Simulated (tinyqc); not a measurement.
Biaxial strain: inversion layer as a triangular well, valleys of the Si type.

Six ellipsoidal valleys with their long axes along the cube axes, mass ml along the axis and mt across it. For a valley whose axis makes the angle theta with the surface normal, 1/m_z = cos^2(theta)/ml + sin^2(theta)/mt sets the confinement; in the plane the masses are m_1 = mt and m_2 = ml mt/m_z, and m_d = sqrt(m_1 m_2).

The field is taken as constant, e F = 4 pi (e^2/4 pi eps0)(Nd + eta Ns)/eps, with 1e12/cm^2 = 1e-4/angstrom^2, and the oxide as a hard wall at z = 0; c = hbar^2/2m0.

Level j of a valley lies at E_j = a_j (c (e F)^2/m_z)^(1/3) above the band edge at the surface, with the Airy zeros a_j = 2.338107, 4.087949, 5.520560, 6.786708, 7.944134, 9.022651, 10.040174, 11.008524, 11.936016, 12.828777, and has <z> = 2 E_j/(3 e F).

Subband i holds n_i = g m_d/(2 pi c) kB T ln(1 + exp((EF - E_i)/kB T)) (spin included), and EF is fixed by sum n_i = Ns over the levels listed or, where none are listed, over j = 0 to 9 of each group; 1e12/cm^2 = 1e-4/angstrom^2.

Constants: hbar^2/2m0 = 3.80998211 eV angstrom^2; e^2/(4 pi eps0) = 14.39964547 eV angstrom; kB = 8.617333262e-05 eV/K.

Values chosen for the exercise (near those of Si; not measured data): ml = 0.919 m0 (longitudinal mass); mt = 0.192 m0 (transverse mass); eps = 11.9 (dielectric constant); Nd = 0.24 x 1e12/cm^2 (depletion charge); eta = 0.5 (share of Ns in the effective field); face = 100 (surface); Ns = 3.6 x 1e12/cm^2 (electron sheet density); T = 300 K (temperature); Xu = 8.9 eV (uniaxial deformation potential); nu2 = 0.76 (2 C12/C11); es = (-0.3, -0.1, 0, 0.1, 0.3, 0.6, 1) % (biaxial strain in the plane).

Strain e in the plane raises the four primed valleys against the two unprimed ones by D = Xu (1 + nu2) e; the field is kept. m_c averages 1/mt (unprimed) and (1/mt + 1/ml)/2 (primed) over the electrons.

Results:

| e (%) | D (meV) | 0' - 0 (meV) | unprimed share (%) | m_c (m0) | <z> (angstrom) |
|---|---|---|---|---|---|
| -0.3 | -47.0 | 7.8 | 24.9 | 0.2731 | 26.8 |
| -0.1 | -15.7 | 39.1 | 49.9 | 0.2394 | 24.2 |
| 0.0 | 0.0 | 54.7 | 63.3 | 0.2246 | 22.9 |
| 0.1 | 15.7 | 70.4 | 75.0 | 0.2131 | 21.7 |
| 0.3 | 47.0 | 101.7 | 90.4 | 0.1996 | 20.2 |
| 0.6 | 94.0 | 148.7 | 98.2 | 0.1933 | 19.5 |
| 1.0 | 156.6 | 211.4 | 99.8 | 0.1921 | 19.3 |

What does the comparison show?

Without strain confinement alone splits the ladders by 55 meV and puts 63 % of the electrons into the two valleys that are light in the plane; under the largest tension the share is 99.8 %. m_c is 0.225 m0 without strain and 0.192 m0 there; moving all electrons can gain at most 17 % in 1/m_c. The ladders cross at e = -0.35 %, beyond the table.

Computed by tinyqc, a small Python program: `OMP_NUM_THREADS=1 python tinyqc.py 1280328 1280329 out.jsonl` (the numbers bound the seed that draws the inputs); one thread of a shared host (Intel(R) Xeon(R) Processor @ 2.30GHz), about 0.02 s for the whole set of steps.
